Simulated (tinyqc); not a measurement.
# Planar ballistic transistor, top-of-the-barrier model, step by step

Program tinyqc, `OMP_NUM_THREADS=1 python tinyqc.py 2400172 2400173 out.jsonl`; Intel Xeon 2.30GHz, shared host, one thread, about 0.02 s. Printed values are rounded.

At the top of the source barrier, states moving towards the drain are filled by the source (Fermi level 0) and states moving back by the drain (Fermi level -q Vd); nothing scatters. U is the shift of the band edge there, set by the capacitances CG, CD and CS (the total) and by the charge. Parabolic two-dimensional band; the source is grounded.

Values chosen for this exercise; mass and valleys close to those of a monolayer dichalcogenide: temperature T = 350 K; effective mass m = 0.491 m0; valley degeneracy gv = 2; relative permittivity of the gate insulator eox = 7.5; insulator thickness tox = 5.9 nm; gate control CG/CS aG = 0.95; drain control CD/CS aD = 0.044; band edge at the barrier top above the source Fermi level at zero bias E0 = 0.33 eV; gate voltage Vg = 0.4 V; drain voltage Vd = 0.2 V.

Constants: q = 1.602176634e-19 C, kB = 1.380649e-23 J/K, hbar = 1.054571817e-34 J s, m0 = 9.1093837015e-31 kg, Vt = kB T/q, eps0 = 8.8541878128e-14 F/cm where lengths are in cm. Results are converted to the units shown.

## Density of states, capacitances and charge at zero bias

N0 = gv m kB T/(pi hbar^2), CG = eps0 eox/tox, vT = sqrt(2 kB T/(pi m)), CS = CG/aG, n0 = n at U = 0 and Vd = 0. eta1 = -(E0 + U)/Vt, eta2 = eta1 - Vd/Vt, n = (N0/2)[F_0(eta1) + F_0(eta2)], F_0(x) = ln(1 + exp x). UL = -(aG Vg + aD Vd).

N0 = 1.23723e13 cm^-2
CG = 1.12553 uF/cm^2
CS = 1.18477 uF/cm^2
n0 = 2.19106e8 cm^-2
UL = -0.3888 eV

## Iteration 1: self-consistent potential at the barrier top

U at the start (U = UL) = -0.3888 eV

eta1 = -(E0 + U)/Vt, eta2 = eta1 - Vd/Vt, n = (N0/2)[F_0(eta1) + F_0(eta2)], F_0(x) = ln(1 + exp x). U(out) = UL + q (n - n0)/CS. U(new) = U(out).

eta1 = 1.94956
eta2 = -4.68159
n = 1.29405e13 cm^-2
U(out) = 1.36113 eV
U after iteration 1 = 1.36113 eV

## Iteration 2: self-consistent potential at the barrier top

As before.

eta1 = -56.0706
eta2 = -62.7018
n = 2.75943e-12 cm^-2
U(out) = -0.388830 eV
U after iteration 2 = -0.388830 eV

## Course of the iteration: self-consistent potential at the barrier top

Stop when U changes by less than 1e-9 eV, or after 25 iterations.

Course of the iteration:
```
iteration     U (eV)  |change| (eV)
1            1.36113           1.75
2          -0.388830           1.75
3            1.36186           1.75
4          -0.388830           1.75
5            1.36186           1.75
6          -0.388830           1.75
7            1.36186           1.75
8          -0.388830           1.75
9            1.36186           1.75
...              ...            ...
17           1.36186           1.75
18         -0.388830           1.75
19           1.36186           1.75
20         -0.388830           1.75
21           1.36186           1.75
22         -0.388830           1.75
23           1.36186           1.75
24         -0.388830           1.75
25           1.36186           1.75
```

Not converged within 25 iterations. The value swings between -0.3888 and 1.362 for good. At the solution, U = -0.2726 eV, the quantum capacitance is 3.60 times CS, and dU(out)/dU = -CQ/CS: its size exceeds one, so plain substitution overshoots further each time near the root. A rerun with Newton steps converges in 7 iterations.
